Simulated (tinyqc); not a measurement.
Valley-orbit splitting of a donor ground state, with strain: one step, computed by the program tinyqc. Command: `OMP_NUM_THREADS=1 python tinyqc.py 3022590 3022591 out.jsonl valleyorbit walk`. One thread of a shared host (Intel(R) Xeon(R) Processor @ 2.30GHz), about 0.01 s of CPU time with the checks.

The basis is the 1s envelope in each valley; energies are counted from the unstrained conduction-band edge. The strain is e_s (a a^T - 1/3) for the unit stress axis a, so valley j along n_j moves by Xi_u e_s w_j with w_j = (n_j.a)^2 - 1/3: +1/6 for x and y, -1/3 for z. The splitting at the zone boundary that a [110] shear adds for <100> valleys is left out.

Task: Populations and ionisation. H_jj = -(E_0 + Lambda) + Xi_u e_s w_j; H_jk = -Delta_2 between opposite valleys and -Delta_1 between perpendicular ones. z = sum over levels of exp(-(E - E_ground)/k_B T), the ground-state share being 1/z; N_c = 2 (2 pi m_e k_B T/h^2)^(3/2) sum_j exp(-(shift_j - lowest shift)/k_B T); n1 = N_c/(2 z) exp(-binding/k_B T), binding = lowest shift - E_ground; without compensation n = 2 N_D/(1 + sqrt(1 + 4 N_D/n1)) (Boltzmann statistics; p and higher states left out).

Inputs (values chosen for the exercise, for a model many-valley semiconductor):
```
quantity,value,unit
single-valley binding energy E_0,43,meV
central-cell shift Lambda,6.99,meV
coupling Delta_1,3.99,meV
coupling Delta_2,3.77,meV
shear deformation potential Xi_u,8.34,eV
shear strain e_s,-0.00041,-
temperature T,10,K
donor density N_D,6.5e+14,cm^-3
density-of-states mass of one valley m_e,0.328,m_0
```

Valleys: six along <100>. Stress axis: [110].

Constants: k_B = 8.617333262e-05 eV/K; m_0 = 9.1093837015e-31 kg; k_B = 1.380649e-23 J/K; h = 6.62607015e-34 J s.

Give: partition sum z; share of neutral donors in the ground state; N_c; n1; free electrons n.

Result:

partition sum z = 1

share of neutral donors in the ground state = 1.0000

N_c = 1.226e+17 cm^-3

n1 = 8.398e-19 cm^-3

free electrons n = 0.02336 cm^-3

Caution: n is below one electron per cm^3, so thermal ionisation is negligible and the number is formal.
